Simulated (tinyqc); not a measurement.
Inside a calculation. Model: nanowire ballistic transistor, top-of-the-barrier model.

Numbers from tinyqc (`OMP_NUM_THREADS=1 python tinyqc.py 2400069 2400070 out.jsonl`; about 0.03 s on one thread of a shared Intel Xeon 2.30GHz). Printed values are rounded.

At the top of the source barrier, states moving towards the drain are filled by the source (Fermi level 0) and states moving back by the drain (Fermi level -q Vd); nothing scatters. U is the shift of the band edge there, set by the capacitances CG, CD and CS (the total) and by the charge. Parabolic one-dimensional subband; the source is grounded.

Inputs (values chosen for the exercise); mass and valleys close to those of silicon (two valleys): temperature T = 200 K; effective mass m = 0.188 m0; valley degeneracy gv = 2; relative permittivity of the gate insulator eox = 9; insulator thickness tox = 1.2 nm; wire diameter d = 5 nm; gate control CG/CS aG = 0.95; drain control CD/CS aD = 0.019; band edge at the barrier top above the source Fermi level at zero bias E0 = 0.38 eV; gate voltage Vg = 0.5 V; drain voltage Vd = 0.5 V.

Constants: q = 1.602176634e-19 C, kB = 1.380649e-23 J/K, hbar = 1.054571817e-34 J s, h = 6.62607015e-34 J s, m0 = 9.1093837015e-31 kg, Vt = kB T/q, eps0 = 8.8541878128e-14 F/cm where lengths are in cm. Results are converted to the units shown.

## Density of states, capacitances and charge at zero bias

N0 = gv sqrt(2 m kB T/pi)/hbar, CG = 2 pi eps0 eox/ln(1 + 2 tox/d), CS = CG/aG, n0 = n at U = 0 and Vd = 0. eta1 = -(E0 + U)/Vt, eta2 = eta1 - Vd/Vt, n = (N0/2)[F_(-1/2)(eta1) + F_(-1/2)(eta2)], F_(-1/2)(x) = (1/sqrt(pi)) int_0^infinity u^(-1/2)/(1 + exp(u - x)) du. UL = -(aG Vg + aD Vd).

N0 = 3.290591e6 cm^-1
CG = 12.77140 pF/cm
CS = 13.44358 pF/cm
n0 = 8.743703e-4 cm^-1
UL = -0.4845 eV

## Iteration 1: self-consistent potential at the barrier top

U at the start (U = UL) = -0.4845 eV

eta1 = -(E0 + U)/Vt, eta2 = eta1 - Vd/Vt, n = (N0/2)[F_(-1/2)(eta1) + F_(-1/2)(eta2)], F_(-1/2)(x) = (1/sqrt(pi)) int_0^infinity u^(-1/2)/(1 + exp(u - x)) du. U(out) = UL + q (n - n0)/CS. U(new) = U(out).

eta1 = 6.063361
eta2 = -22.94793
n = 4.512003e6 cm^-1
U(out) = -0.4307269 eV
U after iteration 1 = -0.4307269 eV

## Iteration 2: self-consistent potential at the barrier top

As before.

eta1 = 2.943307
eta2 = -26.06799
n = 3.015842e6 cm^-1
U(out) = -0.4485578 eV
U after iteration 2 = -0.4485578 eV

## Course of the iteration: self-consistent potential at the barrier top

Stop when U changes by less than 1e-9 eV, or after 90 iterations.

Course of the iteration:
```
iteration,U (eV),|change| (eV)
1,-0.4307269,0.0538
2,-0.4485578,0.0178
3,-0.4417723,6.79e-3
4,-0.4442257,2.45e-3
5,-0.4433216,9.04e-4
6,-0.4436524,3.31e-4
7,-0.4435311,1.21e-4
8,-0.4435755,4.45e-5
9,-0.4435592,1.63e-5
10,-0.4435652,5.98e-6
11,-0.4435630,2.19e-6
12,-0.4435638,8.04e-7
13,-0.4435635,2.95e-7
14,-0.4435636,1.08e-7
15,-0.4435636,3.96e-8
16,-0.4435636,1.45e-8
17,-0.4435636,5.32e-9
18,-0.4435636,1.95e-9
19,-0.4435636,7.16e-10
```

Converged in 19 iterations. At the end each change is about 0.37 times the one before, with alternating sign: linear convergence.

## Current, mean velocity and share of the gate voltage

converged U = -0.4435636 eV

N0 = gv sqrt(2 m kB T/pi)/hbar, CG = 2 pi eps0 eox/ln(1 + 2 tox/d), CS = CG/aG, n0 = n at U = 0 and Vd = 0. eta1 = -(E0 + U)/Vt, eta2 = eta1 - Vd/Vt, n = (N0/2)[F_(-1/2)(eta1) + F_(-1/2)(eta2)], F_(-1/2)(x) = (1/sqrt(pi)) int_0^infinity u^(-1/2)/(1 + exp(u - x)) du. I = gv (2 q^2/h) Vt [ln(1 + exp eta1) - ln(1 + exp eta2)]. Mean velocity I/(q n). CQ = (q/Vt) dn/d(eta1); the band edge follows the gate as -dU/dVg = aG/(1 + CQ/CS).

eta1 = 3.688125
n = 3.434899e6 cm^-1
I = 9.915929 uA
mean velocity = 1.801810e7 cm/s
CQ = 4.928766 pF/cm
-dU/dVg = 0.6951426 eV/V

The carriers from the source are degenerate (eta1 = 3.69), and the mean velocity is 1.78 times vT = sqrt(2 kB T/(pi m)) = 1.01e7 cm/s.
